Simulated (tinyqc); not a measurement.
Quaternary alloy A(x)B(1-x)C(y)D(1-y) matched to a substrate: sweeps and comparisons. A value that a table varies takes the place of the one given here.

Q(x,y) = x y Q_AC + x (1 - y) Q_AD + (1 - x) y Q_BC + (1 - x)(1 - y) Q_BD for the lattice constant. Gap, rule 1: Q(x,y) - x (1 - x)[y C_ABC + (1 - y) C_ABD] - y (1 - y)[x C_ACD + (1 - x) C_BCD]. Rule 2 (mean of ternaries): {x (1 - x)[y T_ABC(x) + (1 - y) T_ABD(x)] + y (1 - y)[x T_ACD(y) + (1 - x) T_BCD(y)]}/{x (1 - x) + y (1 - y)}, T_ABC(x) = x E_AC + (1 - x) E_BC - C_ABC x (1 - x), T_ACD(y) = y E_AC + (1 - y) E_AD - C_ACD y (1 - y), and alike. Only the Gamma valley is followed.

Matching a(x,y) = a_s gives x = (a_s - y a_BC - (1 - y) a_BD)/(y (a_AC - a_BC) + (1 - y)(a_AD - a_BD)).
Constants: hc = 1239.841984 eV nm.

Values chosen for the exercise (AC, AD, BC, BD near GaAs, GaP, InAs and InP; substrate near InP; shifted at random, so the results belong to these values and not to a real crystal):
```
symbol  value                         unit      meaning
a       (5.65, 5.448, 6.053, 5.873)   angstrom  lattice constants of AC, AD, BC, BD
Eg      (1.521, 2.921, 0.418, 1.439)  eV        gaps at Gamma of AC, AD, BC, BD
Cb      (0.43, 0.726, 0.217, 0.105)   eV        bowing of ABC, ABD, ACD, BCD
a_s     5.873                         angstrom  substrate
y       0.37                                    fraction of C
```

## Along the matched line

x follows from y.

Results:
```
y,x,bilinear (eV),rule 1 (eV),rule 2 (eV),wavelength 1 (nm),wavelength 2 (nm)
0.03,0.0127,1.4271,1.4150,1.4222,876,872
0.15,0.0640,1.3771,1.3219,1.3543,938,915
0.27,0.1160,1.3233,1.2338,1.2854,1005,965
0.39,0.1686,1.2657,1.1507,1.2155,1077,1020
0.51,0.2219,1.2042,1.0725,1.1444,1156,1083
0.63,0.2758,1.1387,0.9992,1.0719,1241,1157
0.75,0.3305,1.0691,0.9309,0.9965,1332,1244
0.87,0.3858,0.9953,0.8676,0.9148,1429,1355
0.99,0.4419,0.9173,0.8090,0.8146,1532,1522
```

How do the results move?

The matched alloys span 0.809 to 1.415 eV by rule 1, monotonically in y. Along the line dx/dy is +0.428 between the first two rows and +0.467 between the last two. In energy the two rules differ most at y = 0.63, by 73 meV (84 nm there), which measures how far the ternary data leave the interior open. Miscibility gaps are not considered.

## What each parameter does

x is matched anew each time. Each row changes one parameter from the base and keeps the others.

Results:
```
case,x,rule 1 (eV),rule 2 (eV)
base,0.1598,1.1642,1.2272
y = 0.38,0.1642,1.1574,1.2213
a_s = 5.869 angstrom,0.1694,1.1729,1.2378
"Cb = (0.516, 0.871, 0.26, 0.126) eV",0.1598,1.1419,1.2175
"Eg = (1.571, 2.921, 0.418, 1.439) eV",0.1598,1.1672,1.2301
"a = (5.66, 5.448, 6.053, 5.873) angstrom",0.1612,1.1655,1.2288
```

What does this show?

The largest shifts from the base row, up to three for each result and ties (the steps differ in size, so this ranks the rows, not the parameters). x: a_s +0.0096, y +0.0044, a +0.0014; unchanged at the printed digits by Cb and Eg. rule 1 (eV): Cb -0.0222, a_s +0.0087, y -0.0068. rule 2 (eV): a_s +0.0106, Cb -0.0097, y -0.0059.

Program tinyqc; command `OMP_NUM_THREADS=1 python tinyqc.py 1050666 1050667 out.jsonl`; about 0.01 s on one thread of a shared Intel(R) Xeon(R) Processor @ 2.30GHz.
